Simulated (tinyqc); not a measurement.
Stretching all distances: RHF, UHF, MP2, CISD and CCSD against full CI in the 3-21g basis, for H3+, spin multiplicity 1. Computed by the program tinyqc with PySCF. All coordinates are multiplied by the scale. c0^2 is the weight of the RHF determinant in the lowest singlet FCI state (UHF is spin-contaminated and may lie near states of higher spin) and n(LUMO) the first natural occupation beyond the occupied space.

Geometry (angstrom):
```
atom       x       y       z
H     0.0000  0.0000  0.0000
H     0.0000  0.0000  0.8490
H     0.0000  0.8480  0.0530
```

Full CI energy (hartree) and errors against it (kcal/mol):
```
scale  distance 1-2 (angstrom)    E(FCI)     RHF     UHF     MP2   CISD       CCSD  <S^2> UHF   c0^2  n(LUMO)
0.910                    0.773  -1.28265  19.015  19.015   4.990  0.000      0.000      0.000  0.984    0.021
1.160                    0.985  -1.26332  21.538  21.538   6.152  0.000      0.000      0.000  0.975    0.034
1.400                    1.189  -1.22314  24.048  24.048   7.394  0.000      0.000      0.000  0.962    0.051
1.650                    1.401  -1.18029  27.558  26.660   8.987  0.000      0.000      0.193  0.943    0.075
1.900                    1.613  -1.14044  32.379  24.547  10.935  0.000      0.000      0.513  0.918    0.107
2.150                    1.825  -1.10555  38.564  20.315  13.101  0.000      0.000      0.708  0.885    0.149
2.400                    2.038  -1.07667  45.934  16.023  15.132  0.000      0.000      0.827  0.845    0.198
2.640                    2.241  -1.05463  53.768  12.531  16.448  0.000  -2.27e-05      0.901  0.805    0.249
2.890                    2.454  -1.03697  62.212   9.238  16.554  0.000      0.000      0.955  0.764    0.300
```

What does the comparison show, and why?

UHF parts from RHF first at scale 1.65 of those listed, where <S^2> leaves zero. The weight c0^2 goes from 0.98 to 0.76 and n(LUMO) from 0.02 to 0.30: static correlation grows as the bonds break into open-shell fragments. The spread of the error along the curve, which distorts its shape, is CISD 0.0, CCSD 0.0, MP2 11.6, UHF 17.4, RHF 43.2 kcal/mol. With two electrons CISD and CCSD are exact.
